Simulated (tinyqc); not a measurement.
# Changing the fraction x of A

Model: two-mode optical phonons of a ternary alloy from two coupled oscillators. Computed by tinyqc, a small Python program. Command: `OMP_NUM_THREADS=1 python tinyqc.py 3005311 3005312 out.jsonl twomode sweep`. One thread of a shared host (Intel(R) Xeon(R) Processor @ 2.30GHz), about 0.01 s of CPU time with the checks.

An alloy A(x)B(1-x)C has an A-C and a B-C bond oscillator. Each TO frequency moves linearly from the impurity mode (dilute end) to the TO of the pure crystal; each strength is proportional to the number of bonds.

Inputs (values chosen for the exercise, modelled on GaAs(1-x)P(x), with A-C the GaP-like and B-C the GaAs-like bond):

| quantity | value | unit |
|---|---|---|
| omega_TO of pure AC | 364.1 | 1/cm |
| omega_LO of pure AC | 402.1 | 1/cm |
| omega_TO of pure BC | 269.3 | 1/cm |
| omega_LO of pure BC | 294.1 | 1/cm |
| eps_inf of AC | 8.99 | - |
| eps_inf of BC | 11.2 | - |
| impurity mode of A in BC | 350.5 | 1/cm |
| impurity mode of B in AC | 267.7 | 1/cm |
| electron mass m* | 0.12 | m_0 |

Constants: e^2/(4 pi eps_0) = 14.39964548 eV angstrom; hbar^2/(2 m_0) = 3.80998212 eV angstrom^2; 1 THz = 33.35640952 1/cm; h x 1 THz = 4.135667696 meV.

Method:
- omega_1 = (impurity mode of A) + x (omega_TO,AC - impurity mode of A); omega_2 = (impurity mode of B) + (1 - x)(omega_TO,BC - impurity mode of B); eps_inf = x eps_AC + (1 - x) eps_BC; strengths W_1 = x eps_AC (omega_LO,AC^2 - omega_TO,AC^2), W_2 = (1 - x) eps_BC (omega_LO,BC^2 - omega_TO,BC^2).
- eps(omega) = eps_inf + W_1/(omega_1^2 - omega^2) + W_2/(omega_2^2 - omega^2) = 0 is the eigenproblem of the matrix [[omega_1^2 + W_1/eps_inf, sqrt(W_1 W_2)/eps_inf], [sqrt(W_1 W_2)/eps_inf, omega_2^2 + W_2/eps_inf]] for omega_LO^2.
- Uncoupled values keep the diagonal alone. eps_s = eps_inf + W_1/omega_1^2 + W_2/omega_2^2.
- The polar coupling of mode j is c_j = (u_j . sqrt(W))^2/(eps_inf^2 omega_j^2), u_j its eigenvector and omega_j here its LO frequency; the c_j add up to 1/eps_inf - 1/eps_s. Froehlich constant alpha_j = (e^2/(4 pi eps_0)) c_j k_j/(2 E_j), E_j = h c omega_j, k_j = sqrt(m* E_j/(hbar^2/(2 m_0))).

One run for each value:

| fraction x of A | upper LO mode (1/cm) | lower LO mode (1/cm) | share of the upper mode | eps_s | eps_inf |
|---|---|---|---|---|---|
| 0.043 | 353.03 | 292.61 | 0.09014 | 13.262 | 11.10497 |
| 0.140 | 358.47 | 289.50 | 0.25528 | 13.044 | 10.89060 |
| 0.230 | 363.31 | 286.85 | 0.37743 | 12.839 | 10.69170 |
| 0.330 | 368.52 | 284.09 | 0.49080 | 12.608 | 10.47070 |
| 0.430 | 373.62 | 281.47 | 0.58817 | 12.372 | 10.24970 |
| 0.520 | 378.15 | 279.20 | 0.66611 | 12.158 | 10.05080 |
| 0.620 | 383.14 | 276.74 | 0.74482 | 11.916 | 9.82980 |
| 0.710 | 387.61 | 274.57 | 0.81033 | 11.695 | 9.63090 |
| 0.810 | 392.59 | 272.19 | 0.87871 | 11.446 | 9.40990 |
| 0.910 | 397.58 | 269.82 | 0.94366 | 11.194 | 9.18890 |

Over the rows, upper LO mode (1/cm) rises from 353 to 398 (exponent d ln y / d ln x 0.013 between the first rows and 0.11 between the last); lower LO mode (1/cm) falls from 293 to 270 (exponent d ln y / d ln x -0.0090 between the first rows and -0.075 between the last); share of the upper mode rises from 0.0901 to 0.944 (exponent d ln y / d ln x 0.88 between the first rows and 0.61 between the last). Both TO lines are straight by construction; the LO lines bend because the splitting depends on the number of bonds and on the coupling of the two oscillators through the field.
